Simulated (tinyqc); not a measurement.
Threshold-voltage variability of a planar MOSFET, analytic estimates: one step of the calculation.

Three independent sources add in quadrature: random dopants in the depleted layer, metal-gate grains of two orientations, and roughness of the two gate edges acting through the roll-off VT = VT(long) - Vr exp(-L/l). These are first-order estimates: no three-dimensional electrostatics, no percolation.

Problem. Margin in standard deviations for the wanted yield. Cells fail independently with probability Q(k) = erfc(k/sqrt(2))/2 when the margin is k standard deviations, and Y = exp(-Nb Q(k)). phi = exp(-k^2/2)/sqrt(2 pi). Newton steps on ln Q(k) = ln(-ln(Y)/Nb): k(new) = k + [ln Q - ln(-ln(Y)/Nb)] Q/phi.

Parameters, values chosen for the exercise:
- Nb = 268435456 (number of cells)
- Y = 0.999 (wanted yield)

k after iteration 1 = 9.0027590

Wanted: Q(k); phi; k after iteration 2.

Solution.

Q(k) = 1.101e-19
phi = 1.003e-18
k after iteration 2 = 7.100

Numbers from tinyqc (`OMP_NUM_THREADS=1 python tinyqc.py 2090076 2090077 out.jsonl`; about 0.01 s on one thread of a shared Intel Xeon 2.30GHz).
